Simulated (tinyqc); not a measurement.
## Transfer length from front and end resistance

Inverse problem. A contact of length d and width W has Rc = (Rsh Lt/W) coth(d/Lt) and Re = (Rsh Lt/W)/sinh(d/Lt), with Rsh the sheet resistance under the metal and Lt = sqrt(rc/Rsh). Find Lt, Rsh and rc.

Inputs (values chosen for the exercise):
- d = 0.42 um (contact length)
- W = 1.8 um (contact width)

Rc = 183.88363 ohm
Re = 10.463593 ohm

Solution. Rc/Re = cosh(d/Lt) gives Lt, and Re then gives Rsh.

Lt = 0.118 um
Rsh = 2.80e3 ohm/sq
rc = 3.90e-7 ohm cm^2

tinyqc, about 0.01 s, one thread, Intel Xeon 2.30GHz (shared host): `OMP_NUM_THREADS=1 python tinyqc.py 2760156 2760157 out.jsonl`
